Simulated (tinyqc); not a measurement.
# Circuit elements from the admittance matrix

Inverse problem. Y belongs to a common-source circuit with y11 = i w (Cgs + Cgd), y12 = -i w Cgd, y21 = gm - i w Cgd, y22 = gds + i w (Cgd + Cd) and a resistance Rg in series with the gate; w = 2 pi f. Find Rg, Cgs + Cgd, Cgd, gm, gds and Cd.

Values chosen for this exercise:
- f = 2 GHz (signal frequency)

Y with Rg (mS):

|  | 1 | 2 |
|---|---|---|
| 1 | 0.0001103112+0.0599002511i | -0.0000532264-0.0289025544i |
| 2 | 0.3620041938-0.0295693130i | 0.0543350721+0.0732066209i |

Solution. 1/Y11 = Rg + 1/(i w (Cgs + Cgd)) gives Rg; removing it from Z11 returns the inner y, whose parts are read off.

Rg = 30.7 ohm
Cgs + Cgd = 4.77 fF
Cgd = 2.30 fF
gm = 0.362 mS
gds = 0.0543 mS
Cd = 3.50 fF

tinyqc, about 0.01 s, one thread, Intel Xeon 2.30GHz (shared host): `OMP_NUM_THREADS=1 python tinyqc.py 2150030 2150031 out.jsonl`
